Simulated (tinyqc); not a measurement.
Equilibrium and kinetic segregation of a solute to boundaries and growing surfaces: one step, computed by the program tinyqc. Command: `OMP_NUM_THREADS=1 python tinyqc.py 3026324 3026325 out.jsonl segreg walk`. One thread of a shared host (Intel(R) Xeon(R) Processor @ 2.30GHz), about 0.01 s of CPU time with the checks.

Task: Segregation at a growing surface. Two-state exchange during growth, dilute: jump up r_u = nu exp(-E_b/(k_B T_g)), jump back r_d = r_u exp(-E_s/(k_B T_g)), nu = 1e13 1/s. In the time 1/R of one monolayer the share carried up is p = [r_u/(r_u + r_d)] [1 - exp(-(r_u + r_d)/R)]; the tail decays as p^n, length -1/ln p monolayers; the equilibrium limit has p = r_u/(r_u + r_d).

Inputs (values chosen for the exercise, for a model alloy): exchange barrier E_b = 1.95 eV; surface segregation energy E_s = 0.34 eV; growth temperature T_g = 630 K; growth rate = 0.13 monolayers/s.

Constants: k_B = 8.617333262e-05 eV/K.

Give: r_u; r_d; share carried up p; decay length.

Result:

r_u = 0.002516 1/s

r_d = 4.795e-06 1/s

share carried up p = 0.01917

decay length = 0.2529 monolayers

Exchange is slow against growth: the kinetically limited regime, where cooling or faster growth sharpens the profile.
